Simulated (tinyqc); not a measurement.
Single-band model of a thermoelectric material. Changing the density-of-states mass m. Computed by tinyqc, a small Python program. Command: `OMP_NUM_THREADS=1 python tinyqc.py 3031729 3031730 out.jsonl thermo sweep`. One thread of a shared host (Intel(R) Xeon(R) Processor @ 2.30GHz), about 0.05 s of CPU time with the checks.

One spherical band, one scattering law, no minority carriers and no phonon drag. In a real material minority carriers limit |S| to about E_g/(2 e T), so larger values are formal. eta = E_F/(k_B T) is counted from the band edge; f = 1/(1 + exp(x - eta)).

Inputs (values chosen for the exercise, modelled on n-type silicon):
```
quantity,value,unit
mobility parameter mu_300,1800,cm^2/(V s)
temperature exponent p,2.5,-
lattice thermal conductivity kappa_L,59,W/(m K)
carrier density n,5.5e+19,1/cm^3
temperature T,840,K
```

Band: parabolic. Scattering: acoustic phonons, r = -0.5.

Constants: m_0 = 9.1093837015e-31 kg; k_B = 1.380649e-23 J/K; hbar = 1.054571817e-34 J s; k_B = 8.617333262e-05 eV/K; e = 1.602176634e-19 C.

Method:
- With x = E/(k_B T), a = alpha k_B T (0 for a parabolic band), G = x (1 + a x), D = 1 + 2 a x and <y> = int y f (1 - f) dx, f = 1/(1 + exp(x - eta)): tau = tau_0 G^r/D; transport function s = G^(3/2 + r)/D^2; n = N_0 <G^(3/2)> with N_0 = (2 m k_B T)^(3/2)/(3 pi^2 hbar^3).
- Integrals over x = E/(k_B T) use 160 Gauss-Legendre points in u = sqrt(x) from 0 to sqrt(max(eta, 0) + 32).
- Solve for eta.
- sigma = e mu_0 N_0 <s> with mu_0 = e tau_0/m = mu_300 (T/300 K)^(-p); |S| = (k_B/e)(<x s>/<s> - eta); Lorenz number L = (k_B/e)^2 (<x^2 s>/<s> - (<x s>/<s>)^2); kappa_e = L sigma T; zT = S^2 sigma T/(kappa_L + kappa_e).
- Hall factor r_H = <G^(3/2)> <G^(3/2 + 2r)/D^4>/<s>^2; drift mobility sigma/(n e) with n = N_0 <G^(3/2)>; power factor S^2 sigma.
- Quality factor B = (k_B/e)^2 e mu_0 N_0 T/kappa_L; zT and the power factor are maximised over eta between -8 and 30.

One run for each value:
```
density-of-states mass m (m_0),Seebeck coefficient |S| (microvolt/K),largest power factor (microwatt/(cm K^2)),density of the largest zT (1/cm^3),largest zT
0.25,95.89,7.33,1.8176e+19,0.01037
0.37,131.95,13.19,3.2275e+19,0.01858
0.55,173.80,23.91,5.7090e+19,0.03338
0.82,219.72,43.53,9.9719e+19,0.05984
1.20,265.74,77.06,1.6574e+20,0.10339
1.80,316.20,141.57,2.7493e+20,0.18216
2.70,367.52,260.08,4.3637e+20,0.31351
4.00,417.74,468.98,6.5212e+20,0.51559
```

Describe and explain the trends.

Over the rows, Seebeck coefficient |S| (microvolt/K) rises from 95.9 to 418 (exponent d ln y / d ln x 0.81 between the first rows and 0.33 between the last); largest power factor (microwatt/(cm K^2)) rises from 7.33 to 469 (exponent d ln y / d ln x about 1.5 throughout); density of the largest zT (1/cm^3) rises from 1.82e19 to 6.52e20 (exponent d ln y / d ln x 1.5 between the first rows and 1.0 between the last). The exponent of largest power factor stays at 1.5: at fixed mu_0 the power factor scales with N_0. mu_300 is held fixed, which is what more valleys give; a heavier single valley would lose mobility as m^(-5/2) under acoustic scattering.

Caution (rows 4.00): at so low a doping minority carriers, left out here, would cut S in a narrow-gap material.

Extremes, crossings and ranges named in words are read from the listed rows.
